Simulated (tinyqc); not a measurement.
Inside a calculation. Method: plane-wave Kohn-Sham cycle with exchange-only LDA in a layered model solid. Computed by tinyqc, a small Python program that keeps every step. Settings: points = 16, plane-wave index or count = 2, electrons = 2, k points = 3, area = 21.0, mixing = 0.8, iteration cap = 69. Command: `OMP_NUM_THREADS=1 python tinyqc.py 24367 24368 out.jsonl` (the two numbers bound the seeds that draw the settings). One thread of a shared host (Intel(R) Xeon(R) Processor @ 2.60GHz), about 0.02 s of CPU time with the checks. Later iterations appear only in the table of the cycle.

## Iteration 1: potential

A solid whose potential varies along x alone (atomic units):
```
parameter,value
period a,14.800000
cross-section of the cell,21.000000
electrons per cell,2
grid points,16
"plane waves -n..n, n",2
k points,3
V1 in V1 cos(2 pi x/a),-0.170000
V2 in V2 cos(4 pi x/a),-0.050000
```

density at the start, on the grid x_j = j a/N (e/bohr^3): 0.00643501  0.00643501  0.00643501  0.00643501  0.00643501  0.00643501  0.00643501  0.00643501  0.00643501  0.00643501  0.00643501  0.00643501  0.00643501  0.00643501  0.00643501  0.00643501

V_H(G) = 4 pi rho(G)/G^2 for G != 0 (uniform background); v_x = -(3 rho/pi)^(1/3); V = V_ext + V_H + v_x; Fourier components f(G_m) = (1/N) sum_j f(x_j) exp(-i G_m x_j).

Potentials on the grid (hartree):
```
x,V_ext,V_H,v_x,V
0.000000,-0.220000,0.000000,-0.183164,-0.403164
0.925000,-0.192415,0.000000,-0.183164,-0.375579
1.850000,-0.120208,0.000000,-0.183164,-0.303372
2.775000,-0.029701,0.000000,-0.183164,-0.212865
3.700000,0.050000,0.000000,-0.183164,-0.133164
4.625000,0.100412,0.000000,-0.183164,-0.082752
5.550000,0.120208,0.000000,-0.183164,-0.062956
6.475000,0.121704,0.000000,-0.183164,-0.061460
7.400000,0.120000,0.000000,-0.183164,-0.063164
8.325000,0.121704,0.000000,-0.183164,-0.061460
9.250000,0.120208,0.000000,-0.183164,-0.062956
10.175000,0.100412,0.000000,-0.183164,-0.082752
11.100000,0.050000,0.000000,-0.183164,-0.133164
12.025000,-0.029701,0.000000,-0.183164,-0.212865
12.950000,-0.120208,0.000000,-0.183164,-0.303372
13.875000,-0.192415,0.000000,-0.183164,-0.375579
```

V(G_m), m = 0, 1, 2, ... (hartree): -0.183164  -0.085000  -0.025000  0.000000  0.000000

## Iteration 1: Hamiltonian at one k

k = 0.000000 2 pi / a

H(m,m') = (k + G_m)^2/2 delta + V(G_m - G_m'), with V(-G) = V(G).

H (hartree), lower triangle:
```
,-2,-1,+0,+1,+2
-2,0.177304
-1,-0.085000,-0.093047
+0,-0.025000,-0.085000,-0.183164
+1,0.000000,-0.025000,-0.085000,-0.093047
+2,0.000000,0.000000,-0.025000,-0.085000,0.177304
```

## Iteration 1: levels at that k

Diagonalise the Hermitian matrix.

eigenvalues (hartree): -0.289017  -0.094617  -0.034938  0.200048  0.203874

## Iteration 1: new density

Motion across x is left out: the lowest 1 band(s) hold two electrons at each of the k points (j + 1/2)/nk - 1/2. Residual R = rho(out) - rho(in); rho(new) = rho(in) + 0.8 R. rho(out) = 2/(a A nk) sum |psi|^2 with psi = sum c exp(i G x). Harris energy E = band energy - dV sum rho (V_H/2 + v_x) + (3/4) dV sum rho v_x with rho(in), dV = a A/N, band energy = (2/nk) sum of the filled levels.

rho(out) (e/bohr^3): 0.02281542  0.01962777  0.01239875  0.00562831  0.00179807  0.00042268  0.00010159  0.00006127  0.00006783  0.00006127  0.00010159  0.00042268  0.00179807  0.00562831  0.01239875  0.01962777

density after iteration 1 (e/bohr^3): 0.01953933  0.01698921  0.01120600  0.00578965  0.00272546  0.00162514  0.00136827  0.00133602  0.00134126  0.00133602  0.00136827  0.00162514  0.00272546  0.00578965  0.01120600  0.01698921

energy per cell = -0.48541755 hartree

## Iteration 2: potential

As before.

Potentials on the grid (hartree):
```
x,V_ext,V_H,v_x,V
0.000000,-0.220000,0.635892,-0.265233,0.150659
0.925000,-0.192415,0.567825,-0.253152,0.122258
1.850000,-0.120208,0.389262,-0.220364,0.048690
2.775000,-0.029701,0.158980,-0.176824,-0.047545
3.700000,0.050000,-0.066593,-0.137553,-0.154146
4.625000,0.100412,-0.254068,-0.115777,-0.269433
5.550000,0.120208,-0.390551,-0.109324,-0.379666
6.475000,0.121704,-0.472737,-0.108458,-0.459491
7.400000,0.120000,-0.500129,-0.108600,-0.488728
8.325000,0.121704,-0.472737,-0.108458,-0.459491
9.250000,0.120208,-0.390551,-0.109324,-0.379666
10.175000,0.100412,-0.254068,-0.115777,-0.269433
11.100000,0.050000,-0.066593,-0.137553,-0.154146
12.025000,-0.029701,0.158980,-0.176824,-0.047545
12.950000,-0.120208,0.389262,-0.220364,0.048690
13.875000,-0.192415,0.567825,-0.253152,0.122258
```

V(G_m), m = 0, 1, 2, ... (hartree): -0.163546  0.155621  -0.003651  0.004304  0.000975

## Iteration 2: Hamiltonian at one k

k = 0.000000 2 pi / a

As before.

H (hartree), lower triangle:
```
,-2,-1,+0,+1,+2
-2,0.196922
-1,0.155621,-0.073429
+0,-0.003651,0.155621,-0.163546
+1,0.004304,-0.003651,0.155621,-0.073429
+2,0.000975,0.004304,-0.003651,0.155621,0.196922
```

## Iteration 2: levels at that k

As before.

eigenvalues (hartree): -0.365532  -0.138284  0.030608  0.264453  0.292194

## Iteration 2: new density

As before.

rho(out) (e/bohr^3): 0.00002243  0.00001362  0.00002291  0.00021444  0.00137331  0.00516573  0.01237826  0.02034623  0.02390865  0.02034623  0.01237826  0.00516573  0.00137331  0.00021444  0.00002291  0.00001362

density after iteration 2 (e/bohr^3): 0.00392581  0.00340874  0.00225953  0.00132948  0.00164374  0.00445762  0.01017626  0.01654419  0.01939517  0.01654419  0.01017626  0.00445762  0.00164374  0.00132948  0.00225953  0.00340874

energy per cell = -0.99011291 hartree

## Convergence

Stop when sqrt(dV sum R^2) is below 1e-8, dV = a A/N.

Course of the cycle:
```
iteration,E (hartree),norm of the residual
1,-0.48541755,1.40e-01
2,-0.99011291,2.32e-01
3,-1.34657780,2.22e-01
4,-0.89721839,2.22e-01
5,-1.35620129,2.22e-01
6,-0.89735858,2.22e-01
7,-1.35603034,2.22e-01
8,-0.89747480,2.22e-01
9,-1.35601182,2.22e-01
10,-0.89748226,2.22e-01
11,-1.35601081,2.22e-01
...,...,...
59,-1.35601076,2.22e-01
60,-0.89748266,2.22e-01
61,-1.35601076,2.22e-01
62,-0.89748266,2.22e-01
63,-1.35601076,2.22e-01
64,-0.89748266,2.22e-01
65,-1.35601076,2.22e-01
66,-0.89748266,2.22e-01
67,-1.35601076,2.22e-01
68,-0.89748266,2.22e-01
69,-1.35601076,2.22e-01
```

Not converged within 69 iterations: the residual has stopped falling: the iteration swings between two states. Reruns (cap 100 unless said): mixing 0.1: not converged; mixing 0.5, Kerker q0 1.0: converged in 51 (E = -0.30208); mixing 0.3, Pulay depth 5: converged in 19 (E = -0.30208); the original settings with a cap of 400: not converged.
